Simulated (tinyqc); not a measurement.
# Free and trapped electrons in a MOS channel with a dense trap tail: effects of single changes

p-type body, charge-sheet picture, full ionisation (an idealisation for deep acceptors), Boltzmann statistics for free electrons. e = Ec - EF at the surface. Acceptor-like traps of density D(E) = D0 + De exp(-E/Ew) at depth E below Ec, from 0 to Eu, hold n_t = integral of D(E)/(1 + exp((e - E)/Vt)). psi = Eg - Vt ln(Nv/Na) - e; N_dep = sqrt(2 eps0 eps_r Na (psi - Vt)/q); n_f = sqrt(N_dep^2 + 2 eps0 eps_r Vt Nc exp(-e/Vt)/q) - N_dep; Vg = Vfb + psi + q (N_dep + n_t + n_f)/Cox, Cox = eps0 eox/tox.

Values chosen for this exercise; band and dielectric values close to those of gallium nitride:
- T = 300 K (temperature)
- Eg = 3.41 eV (band gap)
- eps_r = 9.38 (relative permittivity)
- Nc = 2.29e18 cm^-3 (conduction-band density of states at T)
- Nv = 4.66e19 cm^-3 (valence-band density of states at T)
- eox = 3.9 (relative permittivity of the insulator)
- tox = 27 nm (insulator thickness)
- Na = 3.3e15 cm^-3 (acceptor density)
- Vfb = -3.03 V (flat-band voltage without trapped charge)
- D0 = 5.2e10 cm^-2 eV^-1 (constant background density of acceptor-like traps)
- De = 3.3e13 cm^-2 eV^-1 (density of the tail at the conduction edge)
- Ew = 0.14 eV (decay energy of the tail)
- Eu = 0.71 eV (depth below Ec down to which the traps reach)
- mf = 100 cm^2/(V s) (mobility of free electrons)

Constants: q = 1.602176634e-19 C, kB = 1.380649e-23 J/K, Vt = kB T/q, eps0 = 8.8541878128e-14 F/cm where lengths are in cm. Results are converted to the units shown.

Each table varies one quantity; the others keep the values above.

## Free and trapped charge against gate voltage

Free share n_f/(n_f + n_t); swing ln 10 n_f/(dn_f/dVg); field-effect mobility mf q (dn_f/dVg)/Cox, for a constant mf; oxide field q (N_dep + n_t + n_f)/(eps0 eox).

Free and trapped charge against gate voltage:

| Vg (V) | e (eV) | n_f (cm^-2) | n_t (cm^-2) | free share (%) | swing (mV/decade) | field-effect mobility (cm^2/(V s)) | oxide field (MV/cm) |
|---|---|---|---|---|---|---|---|
| 0.6 | 0.3631 | 7.917e5 | 3.546e11 | 2.233e-4 | 263.5 | 8.668e-4 | 0.3075 |
| 1.6 | 0.2178 | 2.133e8 | 1.029e12 | 0.02073 | 620.2 | 0.09921 | 0.6240 |
| 2.5 | 0.1488 | 3.017e9 | 1.686e12 | 0.1787 | 974.7 | 0.8929 | 0.9318 |
| 3.4 | 0.1016 | 1.818e10 | 2.349e12 | 0.7683 | 1362 | 3.851 | 1.248 |
| 4.4 | 0.06195 | 7.700e10 | 3.054e12 | 2.459 | 1872 | 11.86 | 1.603 |
| 5.3 | 0.03237 | 2.048e11 | 3.620e12 | 5.356 | 2386 | 24.76 | 1.926 |
| 6.3 | 0.002507 | 4.876e11 | 4.110e12 | 10.61 | 2951 | 47.66 | 2.285 |
| 7.2 | -0.02216 | 9.181e11 | 4.377e12 | 17.34 | 3701 | 71.55 | 2.609 |
| 8.1 | -0.04280 | 1.493e12 | 4.503e12 | 24.90 | 4971 | 86.63 | 2.935 |

n_f reaches 1e11 cm^-2 at Vg = 4.62 V, against 0.611 V without traps. The free share rises from 2.23e-4 to 24.9 % and the field-effect mobility rises from 8.67e-4 to 86.6 cm^2/(V s), although mf = 100 is constant: in the last row 86.6 % of Cox dVg goes into free electrons. The swing in the first row is 263 mV a decade (Vt ln 10 = 59.5). For Vg = 5.3, 6.3, 7.2, 8.1 EF lies less than 2 Vt below the band edge, or above it, where degeneracy and confinement, left out, matter.

## Effect of the acceptor density

Vfb is held fixed. VT is the Vg for n_f = 1e11 cm^-2; swing ln 10 n_f/(dn_f/dVg) at n_f = 1e8 cm^-2; the last three columns are for Vg = VT + 2.2 V, with free share n_f/(n_f + n_t) and field-effect mobility mf q (dn_f/dVg)/Cox; there EF is near the band edge, where Boltzmann statistics are rough.

Effect of the acceptor density:

| Na (cm^-3) | e at VT (eV) | VT (V) | q n_t/Cox at VT (V) | swing (mV/decade) | n_f (cm^-2) | free share (%) | field-effect mobility (cm^2/(V s)) |
|---|---|---|---|---|---|---|---|
| 1e15 | 0.06726 | 4.082 | 3.700 | 495.4 | 6.173e11 | 12.98 | 51.05 |
| 2e15 | 0.05994 | 4.376 | 3.874 | 525.0 | 6.696e11 | 13.68 | 57.06 |
| 6e15 | 0.04746 | 4.952 | 4.176 | 576.5 | 7.782e11 | 15.17 | 68.25 |
| 1e16 | 0.04138 | 5.280 | 4.322 | 602.8 | 8.405e11 | 16.02 | 73.62 |
| 3e16 | 0.02792 | 6.167 | 4.637 | 665.0 | 9.971e11 | 18.16 | 83.70 |
| 8e16 | 0.01557 | 7.270 | 4.903 | 728.5 | 1.149e12 | 20.18 | 89.77 |
| 2e17 | 0.003875 | 8.732 | 5.125 | 796.6 | 1.285e12 | 21.91 | 93.06 |
| 5e17 | -0.007928 | 10.87 | 5.311 | 875.7 | 1.397e12 | 23.31 | 94.73 |

What does the table show?

As Na goes from 1e15 to 5e17, VT rises from 4.08 to 10.9 V, its part due to traps rises from 3.70 to 5.31 V, the swing rises from 495 to 876 mV/decade and the field-effect mobility rises from 51.1 to 94.7 cm^2/(V s). Most of the rise of VT is depletion charge; the trap part grows since the same n_f needs EF nearer the band edge at heavier doping. For Na = 6e15, 1e16, 3e16, 8e16, 2e17, 5e17 e is under 2 Vt already at VT, so VT too is rough.

Computed by the program tinyqc: `OMP_NUM_THREADS=1 python tinyqc.py 2222034 2222035 out.jsonl`, one thread of a shared Intel Xeon 2.30GHz, about 0.04 s for the whole run.
